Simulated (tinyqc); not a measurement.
Against thickness at fixed field: leakage through a gate insulator: direct, Fowler-Nordheim, trap-assisted and Poole-Frenkel currents. Computed by tinyqc, a small Python program. Command: `OMP_NUM_THREADS=1 python tinyqc.py 3030024 3030025 out.jsonl oxideleak walk`. One thread of a shared host (Intel(R) Xeon(R) Processor @ 2.30GHz), about 0.01 s of CPU time with the checks.

Electrons enter from the cathode Fermi level at x = 0; the conduction band of the insulator lies phi_b - e F x above it, F = V/t. WKB exponents use a parabolic band with mass m.

Inputs (values chosen for the exercise, with an insulator like HfO2):
```
quantity                          value   unit
thickness t                         1.8     nm
barrier phi_b                      1.56     eV
tunnelling mass m                  0.19    m_0
static constant eps_ox             21.5      -
voltage across the insulator V        1      V
trap depth phi_t                    1.1     eV
trap density N_t                4.1e+17  cm^-3
attempt rate nu_0                 2e+13    1/s
activation of capture E_a          0.28     eV
temperature T                       200      K
```

Constants: hbar^2/(2 m_0) = 3.80998212 eV angstrom^2; e = 1.602176634e-19 C; hbar = 1.054571817e-34 J s; k_B = 8.617333262e-05 eV/K.

Method:
- For a level a distance phi(x) below the band, the WKB exponent is 2 int kappa dx with kappa = sqrt(m phi/(hbar^2/2m_0)); for a linear barrier from phi_1 down to phi_2 = max(phi_1 - e F d, 0) it is G = (4/3) sqrt(m/(hbar^2/2m_0)) (phi_1^(3/2) - phi_2^(3/2))/(e F).
- J_tun = e^3 F^2/(16 pi^2 hbar m phi_b) x exp(-G) / [1 - sqrt(phi_2/phi_b)]^2 with the free-electron mass in the cathode (m in m_0), phi_2 = max(phi_b - e V, 0): direct tunnelling for e V < phi_b, Fowler-Nordheim above. Image forces, back-flow and the limit on supply are left out, so J_tun is overstated below about 0.5 V.
- Equivalent oxide thickness = 3.9 t/eps_ox.
- A trap at depth x lies phi_t below the band. Capture: tunnel at the cathode Fermi level from 0 to x (G_in from phi_1 = phi_b), rate nu_0 exp(-G_in - E_c/k_B T) with E_c = E_a + max(phi_b - phi_t - e F x, 0), the last term being the height of the trap above the cathode Fermi level. Emission: tunnel from the trap level to the anode (G_out from phi_1 = phi_t over t - x), rate nu_0 exp(-G_out - E_a/k_B T). Re-emission to the cathode follows from detailed balance, rate_back = rate_in exp(dE/k_B T) with dE = phi_b - phi_t - e F x. Each trap passes R = rate_in rate_out/(rate_in + rate_back + rate_out) electrons per second; filling from the anode is left out.
- J_TAT = e N_t int_0^t R dx by the midpoint rule on 400 intervals; the most effective depth is the midpoint with the largest R, rounded to 0.01 nm.

field F = 5.55556 MV/cm

Currents:
```
t (nm)   V (V)  J_tun (A/cm^2)  J_TAT (A/cm^2)
1.2     0.6667      7.3020e+06      3.3344e-05
1.6     0.8889      7.5265e+05      3.4478e-05
2.2     1.2222      4.6886e+04      2.3150e-05
3.0     1.6667      4.6805e+03      1.2812e-05
4.0     2.2222      4.6805e+03      1.2342e-05
5.5     3.0556      4.6805e+03      1.2839e-05
7.5     4.1667      4.6805e+03      1.3503e-05
10.0    5.5556      4.6805e+03      1.4334e-05
```

What follows from these numbers?

Between the first rows J_tun falls by 2.47 decades per nm. From t = phi_b/(e F) = 2.81 nm it stops changing, since a triangular barrier does not feel the thickness. J_TAT stays below J_tun at all these thicknesses. Caution: this field is near or above the usual breakdown field of such an insulator.

Extremes, crossings and ranges named in words are read from the listed rows.
